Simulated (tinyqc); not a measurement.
Pariser-Parr-Pople SCF with singles CI, for the molecule [CH2+]C=C(C=N)C=O (SMILES; centres numbered as the heavy atoms are written), step by step. One step of it, computed by the program tinyqc.

Question. Iteration 2: orbitals and new P. Diagonalise F (the basis is taken as orthonormal) and form P = 2 sum c c over the lowest orbitals.

F (eV), lower triangle:
```
,1C,2C,3C,4C,5N,6C,7O
1C,-10.736590
2C,-5.268194,-12.637711
3C,-0.905103,-4.483303,-11.751751
4C,0.204110,0.014288,-3.995658,-11.295228
5N,0.368085,0.388948,-0.720592,-5.857598,-12.498180
6C,0.111193,-0.130167,-3.747527,-0.172488,0.123631,-10.983891
7O,0.379580,0.359066,-0.588036,0.258738,0.544612,-6.064834,-14.985943
```

pi electrons, sum of z_r less the charge = 6

Give: orbital energies; P after iteration 2.

Answer.

orbital energies (eV): -21.362  -19.249  -17.934  -10.334  -6.367  -6.078  -3.566

P after iteration 2, lower triangle:
```
,1C,2C,3C,4C,5N,6C,7O
1C,0.573
2C,0.762,1.046
3C,0.346,0.581,0.666
4C,-0.121,-0.026,0.435,0.880
5N,-0.246,-0.210,0.291,0.875,0.916
6C,-0.042,0.041,0.339,0.063,-0.038,0.713
7O,-0.202,-0.181,0.207,-0.104,-0.189,0.891,1.207
```
